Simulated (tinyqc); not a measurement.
Lossy on-chip transmission line with skin effect: two steps of the calculation.

A uniform line in a homogeneous dielectric: c = sqrt(er)/(c0 Z0), l = Z0 sqrt(er)/c0 (c0 = 299792458 m/s), g = w c td, w = 2 pi f. The resistance joins its limits as r = sqrt(r_dc^2 + r_hf^2), with r_dc = rho/(wd th), r_hf = kr rho/(2 delta (wd + th)), delta = sqrt(rho/(pi f mu0)), mu0 = 4 pi 1e-7 H/m; this is an interpolation, and internal inductance, up to 0.05 nH/mm at low frequency, is neglected.

Values chosen for this exercise:

| symbol | value | unit | meaning |
|---|---|---|---|
| wd | 5.8 | um | width of the strip |
| th | 1.3 | um | thickness of the strip |
| rho | 1.8 | uohm cm | resistivity |
| er | 4.2 |  | relative permittivity |
| td | 0 |  | loss tangent |
| Z0 | 35 | ohm | lossless impedance sqrt(l/c) |
| kr | 2 |  | factor for crowding and the return path |
| len | 1.1 | mm | length |
| f | 1.3 | GHz | frequency |

Task 1. Line constants. delta, r_dc, r_hf, r, l, c and g as defined.

Find: delta; r_dc; r_hf; r; l; c; g.

Result 1.

delta = 1.8728 um
r_dc = 2.3873 ohm/mm
r_hf = 1.3537 ohm/mm
r = 2.7444 ohm/mm
l = 0.23926 nH/mm
c = 195.32 pF/m
g = 0 S/m

r is 1.15 times r_dc; the skin depth is 1.44 of the thickness.

Task 2. Propagation constant and impedance. gamma = sqrt((r + i w l)(g + i w c)) = alpha + i beta, Zc = sqrt((r + i w l)/(g + i w c)), roots with positive real part; loss 8.685889638 alpha in dB; phase velocity w/beta.

r = 2.7443781 ohm/mm
l = 0.23926104 nH/mm
c = 195.31513 pF/m
g = 0 S/m

Find: gamma len; Zc; loss; phase velocity over c0; r/(w l).

Result 2.

gamma len = 0.036953+0.071681i
Zc = 40.846-21.057i ohm
loss = 0.29179 dB/mm
phase velocity over c0 = 0.41811
r/(w l) = 1.4043

r exceeds w l, so the line behaves mainly as an RC line at this frequency.

Program tinyqc, `OMP_NUM_THREADS=1 python tinyqc.py 2810169 2810170 out.jsonl`; Intel Xeon 2.30GHz, shared host, one thread, about 0.01 s.
